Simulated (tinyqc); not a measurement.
The scattering mechanism: Boltzmann transport in a parabolic band with a power-law relaxation time.

F_j(eta) = (1/Gamma(j + 1)) integral_0^infinity x^j dx/(1 + exp(x - eta)), which tends to exp(eta) for eta << 0.

tau = tau0 x^r with x = E/kT. With K_j = Gamma(j + 1) F_j(eta): <tau> = tau0 (r + 3/2) K_(r+1/2)/((3/2) K_(1/2)); mu = <tau>/(mc m0/e), m0/e = 5.685630e-12 kg/C; Hall factor rH = (3/2) K_(1/2) (2r + 3/2) K_(2r+1/2)/((r + 3/2) K_(r+1/2))^2; Seebeck S = -(kB/e) [(r + 5/2) K_(r+3/2)/((r + 3/2) K_(r+1/2)) - eta]; Lorenz number L = (kB/e)^2 [(r + 7/2) K_(r+5/2)/((r + 3/2) K_(r+1/2)) - ((r + 5/2) K_(r+3/2)/((r + 3/2) K_(r+1/2)))^2]; kB/e in V/K. Valley anisotropy is left out of rH.

Constants: kB = 8.617333262e-05 eV/K.
eta = -2.44521

Same eta for each exponent.

Results:

| r | mechanism | <tau>/tau0 | rH | S (microvolt/K) | L (1e-8 W ohm/K^2) |
|---|---|---|---|---|---|
| -0.5 | acoustic phonons | 0.743 | 1.172 | -386.7 | 1.501 |
| 0.0 | a constant relaxation time | 1.000 | 1.000 | -429.3 | 1.863 |
| 0.5 | polar optical or piezoelectric scattering | 1.518 | 1.102 | -472.0 | 2.228 |
| 1.5 | ionised impurities | 4.601 | 1.909 | -557.2 | 2.963 |

From r = -1/2 to 3/2 |S| grows by 170.6 microvolt/K, against 2 kB/e = 172.3 in the non-degenerate limit: scattering that favours fast electrons raises the mean energy carried. rH is 1 only for constant tau and reaches 1.909 for r = 3/2; L spans 1.501 to 2.963 against the metallic 2.443.

Computed by tinyqc, a small Python program: `OMP_NUM_THREADS=1 python tinyqc.py 1651083 1651084 out.jsonl` (the numbers bound the seed that draws the inputs); one thread of a shared host (Intel(R) Xeon(R) Processor @ 2.30GHz), about 0.01 s for the whole set of steps.
